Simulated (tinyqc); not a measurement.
What the corrections do to the levels: formation energy of a charged point defect from supercell energies. Computed by tinyqc, a small Python program. Command: `OMP_NUM_THREADS=1 python tinyqc.py 3012440 3012441 out.jsonl formation walk`. One thread of a shared host (Intel(R) Xeon(R) Processor @ 2.30GHz), about 0.01 s of CPU time with the checks.

The host is a compound AB. Making the defect adds n_A = 1, n_B = -1 atoms to the cell. All total energies are inputs. E_F is counted from the valence-band maximum (VBM); x = 0 is A-rich and x = 1 B-rich growth.

Inputs (values chosen for the exercise, for a model compound AB):

| quantity | value | unit |
|---|---|---|
| gap E_g | 2.08 | eV |
| E_VBM of the host cell | 4.024 | eV |
| potential alignment dV | -0.089 | eV |
| dielectric constant eps | 9.6 | - |
| cell length L | 20.9 | angstrom |
| mu_A of the pure element | -2.282 | eV |
| mu_B of the pure element | -6.712 | eV |
| formation enthalpy dH of AB | -0.805 | eV |
| growth condition x | 0.82 | - |

Defect: A on a B site. Supercell lattice: fcc.

charge states q: 0  -1  -2  -3

E(defect, q) - E(host), in the order of q (eV): 6.751  11.301  15.695  19.939

Constants: e^2/(4 pi eps_0) = 14.39964548 eV angstrom.

Method:
- dmu_A = x dH and dmu_B = (1 - x) dH, so that dmu_A + dmu_B = dH; mu = mu(element) + dmu.
- The reservoir term is sum n_i mu_i.
- Image-charge correction of a point charge in a neutralising background: E_corr = q^2 alpha e^2/(4 pi eps_0) / (2 eps L), alpha = 2.888282 for a fcc array with L the cube root of the volume.
- E_f(q, E_F) = [E(defect, q) - E(host)] - sum n_i mu_i + q (E_VBM + dV + E_F) + E_corr(q).
- Levels eps(q/q-1) with the terms q dV and E_corr left out or kept.

E_f(q, 0) (eV): (q=0) 2.83620, (q=-1) 3.55484, (q=-2) 4.32478, (q=-3) 5.15200

E_corr (eV): (q=0) 0.000000, (q=-1) 0.103644, (q=-2) 0.414576, (q=-3) 0.932795

Levels above the VBM (eV):

| level | raw | with alignment | with image charge | with both |
|---|---|---|---|---|
| (0/-1) | 0.52600 | 0.61500 | 0.62964 | 0.71864 |
| (-1/-2) | 0.37000 | 0.45900 | 0.68093 | 0.76993 |
| (-2/-3) | 0.22000 | 0.30900 | 0.73822 | 0.82722 |

What does the comparison show, and why?

Alignment moves every level by -dV = +0.089 eV. The image term moves eps(q/q-1) by (1 - 2q) E_corr(1): (0/-1) by +0.104, (-1/-2) by +0.311, (-2/-3) by +0.518 eV, donor levels down and acceptor levels up. It adds 2 E_corr(1) = 0.207 eV to every U, which turns an apparent negative U of the raw energies into a positive one. Caution: the largest image-charge correction in these energies, q^2 alpha e^2/(8 pi eps_0 eps L) with alpha = 2.888282, exceeds a quarter of the gap; the point-charge term alone is then a rough estimate, usually too large for a charge that is spread out.

Extremes, crossings and ranges named in words are read from the listed rows.
